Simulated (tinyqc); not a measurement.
ESD clamp with bipolar snapback, compact model and design window: effect of the current gain of the parasitic npn.

The drain junction multiplies the current that enters it: Igen = (M - 1)(Ic + I0), M = 1/(1 - (Vj/BV)^n). The generated holes leave through the substrate resistance and the base of the parasitic npn: Igen = Vb/Rb + Ic/be, Ic = Is exp(Vb/Vt). Terminal current I = Ic + I0 + Igen and voltage V = Vj + I Ro, per width. Isothermal, constant gain.

For given Vb: Ic, Igen, M = 1 + Igen/(Ic + I0), Vj = BV (1 - 1/M)^(1/n), I and V. Vt1 is the maximum of V along the curve, Vh the following minimum, Vt2 the voltage at I = It2. It1 and Ih are the currents at Vt1 and Vh.

Inputs (values chosen for the exercise); values close to those of grounded-gate n-channel clamps: temperature T = 300 K; junction breakdown voltage BV = 6.6 V; exponent of the multiplication n = 4.3; saturation current Is = 5.4e-18 A/um; junction leakage I0 = 5.4e-11 A/um; substrate resistance Rb = 11000 ohm um; drain ballast and contact resistance Ro = 380 ohm um; failure current for 100 ns It2 = 6.5 mA/um.

Constants: q = 1.602176634e-19 C, kB = 1.380649e-23 J/K, Vt = kB T/q. Results are converted to the units shown.

Effect of the current gain of the parasitic npn:

| be | Vt1 (V) | It1 (uA/um) | Vh (V) | Ih (uA/um) | Vt2 (V) | Vt2 - Vt1 (V) |
|---|---|---|---|---|---|---|
| 1 | 6.619 | 53.04 | 5.989 | 465.8 | 8.103 | 1.484 |
| 1.7 | 6.619 | 53.01 | 5.705 | 580.0 | 7.734 | 1.115 |
| 2.9 | 6.619 | 52.99 | 5.389 | 711.3 | 7.319 | 0.7000 |
| 4.9 | 6.619 | 52.98 | 5.077 | 854.4 | 6.899 | 0.2795 |
| 8.2 | 6.619 | 52.98 | 4.793 | 1005 | 6.500 | -0.1195 |
| 14 | 6.619 | 52.97 | 4.539 | 1167 | 6.121 | -0.4987 |
| 24 | 6.619 | 52.97 | 4.333 | 1325 | 5.789 | -0.8302 |
| 40 | 6.619 | 52.97 | 4.184 | 1463 | 5.529 | -1.090 |

What does the table show?

As be goes from 1 to 40, Vt1 stays near 6.62 V, It1 stays near 53.0 uA/um, Vh falls from 5.99 to 4.18 V and Vt2 falls from 8.10 to 5.53 V. Vt2 exceeds Vt1, the condition for all fingers to turn on, in 4 of the 8 rows. A higher gain needs less multiplication to hold, so Vh falls.

Numbers from tinyqc (`OMP_NUM_THREADS=1 python tinyqc.py 2670128 2670129 out.jsonl`; about 0.02 s on one thread of a shared Intel Xeon 2.30GHz).
